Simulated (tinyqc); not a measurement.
Two-step dopant diffusion (predeposition and drive-in) with a constant diffusivity: one step, computed by the program tinyqc. Command: `OMP_NUM_THREADS=1 python tinyqc.py 3022996 3022997 out.jsonl dopdiff walk`. One thread of a shared host (Intel(R) Xeon(R) Processor @ 2.30GHz), about 0.08 s of CPU time with the checks.

Fick diffusion into a half space x > 0 whose background doping C_B is of the opposite type, so that a junction lies where C = C_B.

Problem. Diffusivities. D = D0 exp(-E/(k_B T)). Temperatures in kelvin are T(C) + 273.15. Times in seconds are 60 times the minutes.

Inputs (values chosen for the exercise, modelled on aluminium in silicon):
```
quantity                      value    unit
prefactor D0                   1.65  cm^2/s
activation energy E             3.4      eV
predeposition temperature T1   1050       C
predeposition time t1            20     min
drive-in temperature T2        1075       C
```

Constants: k_B = 8.617333262e-05 eV/K.

Give: D1; D2; product D1 t1.

Solution.

D1 = 1.850e-13 cm^2/s

D2 = 3.216e-13 cm^2/s

product D1 t1 = 2.220e-10 cm^2
